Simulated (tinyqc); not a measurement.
Configuration-coordinate model of carrier capture at a defect: sweeps and comparisons. A value that a table varies takes the place of the one given here.

Two parabolas of equal curvature k in one coordinate Q: with the carrier free at the band edge, U_f = k Q^2/2; with the carrier trapped, U_t = k (Q - dQ)^2/2 - ET. ER = k dQ^2/2, Huang-Rhys factor S = ER/hw, hw = 0.0646541 sqrt(k/M) eV for k in eV/angstrom^2 and M in u. The curves cross at a height Eb = (ER - ET)^2/(4 ER) above the free minimum.

Multiphonon factor for giving p = ET/hw phonons to the lattice: W = exp(-S (2 nb + 1)) ((nb + 1)/nb)^(p/2) I_p(x), nb = 1/(exp(hw/kT) - 1), x = 2 S sqrt(nb (nb + 1)), I_p the modified Bessel function. Classical limit: W = hw exp(-Eb/kT)/sqrt(4 pi ER kT). At T = 0: exp(-S) S^p/Gamma(p + 1).

Constants: kB = 8.617333262e-05 eV/K.

Parameters, chosen for this exercise (of the size met at a deep level in Si; not measured data): ET = 0.52 eV (thermal depth of the level below the band edge); ER = 0.29 eV (relaxation energy); hw = 0.036 eV (phonon energy of the mode); T = 250 K (temperature).

## Capture against temperature

The local activation energy is -d ln W/d(1/kT), by central differences with T changed by 1 %.

Against T:
```
T (K)  kT/hw  log10 W  log10 W, classical  activation energy (eV)
40     0.096   -1.870              -6.239                  0.0000
60     0.144   -1.869              -4.412                  0.0001
80     0.191   -1.864              -3.517                  0.0005
120    0.287   -1.837              -2.647                  0.0027
160    0.383   -1.792              -2.231                  0.0063
220    0.527   -1.716              -1.908                  0.0118
300    0.718   -1.628              -1.697                  0.0170
400    0.957   -1.551              -1.568                  0.0197
550    1.317   -1.483              -1.480                  0.0188
```

log10 W at T = 0 = -1.870
Eb = 0.0456 eV

At 40 K log10 W is -1.87, against -1.87 at T = 0 and -6.2 classically; at 550 K the two forms differ by 0.00. The activation energy read from an Arrhenius plot goes from 0.000 eV at 40 K to 0.019 at 550 K, with its largest value 0.020 at 400 K, against Eb = 0.046 eV; the classical form itself gives Eb - kT/2. A measured slope therefore understates the barrier.

## Capture against depth of the level

ET is varied at fixed ER, hw and T, as by moving the band edge with alloying or pressure.

Against ET:
```
ET/ER  ET (eV)  Eb (eV)  log10 W  log10 W, classical
0.10     0.029   0.0587   -1.967              -2.075
0.25     0.072   0.0408   -1.620              -1.713
0.50     0.145   0.0181   -1.207              -1.257
0.75     0.217   0.0045   -0.985              -0.983
1.00     0.290   0.0000   -0.934              -0.891
1.25     0.362   0.0045   -1.032              -0.983
1.50     0.435   0.0181   -1.262              -1.257
2.00     0.580   0.0725   -2.063              -2.353
3.00     0.870   0.2900   -4.745              -6.737
```

Capture is fastest at ET/ER = 1 among these rows, where the barrier vanishes or nearly so. The classical form is symmetric about ET = ER; the quantum one gives -1.21 at 0.5 and -1.26 at 1.5, against -1.26 for both. At ET = 3 ER it lies 2.0 decades above the classical value: deep levels capture by emitting many phonons, and the rate falls with depth by 9.2 decades per eV between the last two rows. Rows deeper than the gap of the host are formal.

## Phonon side bands at T = 0

Weights exp(-S) S^j/j! of the line with j phonons, S = ER/hw; absorption at ET + j hw, emission at ET - j hw (a dash if negative).

Lines:
```
j    weight  absorption (eV)  emission (eV)
0   0.00032            0.520          0.520
1   0.00256            0.556          0.484
2   0.01030            0.592          0.448
3   0.02765            0.628          0.412
4   0.05568            0.664          0.376
5   0.08970            0.700          0.340
6   0.12044            0.736          0.304
7   0.13860            0.772          0.268
8   0.13956            0.808          0.232
9   0.12491            0.844          0.196
10  0.10063            0.880          0.160
11  0.07369            0.916          0.124
12  0.04947            0.952          0.088
13  0.03065            0.988          0.052
```

The zero-phonon line holds 0.0317 % of the band and the largest weight falls on j = 8, next to S = 8.06; the lines listed add to 0.9641.

## What each parameter does

Eb, log10 W and the full width 2.35482 sqrt(ER hw coth(hw/2kT)). Each row changes one parameter from the base and keeps the others.

Results:
```
case            Eb (eV)  log10 W  full width (eV)
base             0.0456   -1.681           0.2910
ET = 0.56 eV     0.0628   -1.928           0.2910
ER = 0.34 eV     0.0238   -1.385           0.3151
hw = 0.0432 eV   0.0456   -1.570           0.3018
T = 280 K        0.0456   -1.648           0.3025
```

The largest shifts from the base row, up to three for each result and ties (the steps differ in size, so this ranks the rows, not the parameters). Eb (eV): ER -0.0218, ET +0.0172; unchanged at the printed digits by hw and T. log10 W: ER +0.296, ET -0.247, hw +0.111. full width (eV): ER +0.0241, T +0.0114, hw +0.0108; unchanged at the printed digits by ET.

(tinyqc, `OMP_NUM_THREADS=1 python tinyqc.py 1451279 1451280 out.jsonl`, Intel(R) Xeon(R) Processor @ 2.30GHz, 1 thread, shared host, about 0.01 s.)
